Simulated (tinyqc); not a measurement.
Inside a calculation. Method: Rayleigh-quotient iteration on a symmetric matrix. One step of it, computed by the program tinyqc.

Task: Step 1. solve (A - shift) w = v; v' = w/|w| with its largest component positive (the first on a tie); lambda = v'^T A v'; the next shift is lambda.

A:
```
           1          2          3          4          5          6
1   0.059000  -0.026000   0.355000   0.118000  -0.042000   0.103000
2  -0.026000   1.210000   0.533000  -1.197000   0.898000   0.249000
3   0.355000   0.533000   1.218000   0.475000  -0.307000   0.296000
4   0.118000  -1.197000   0.475000   1.778000   0.401000  -0.942000
5  -0.042000   0.898000  -0.307000   0.401000   2.132000  -0.559000
6   0.103000   0.249000   0.296000  -0.942000  -0.559000   3.534000
```

vector v at the start: 0.408248  0.408248  0.408248  0.408248  0.408248  0.408248

shift = 1.820000

Give: vector after step 1; Rayleigh quotient after step 1.

Result:

vector after step 1: 0.1455  0.0245  0.5191  0.6069  0.4374  0.3862

Rayleigh quotient after step 1 = 1.8634
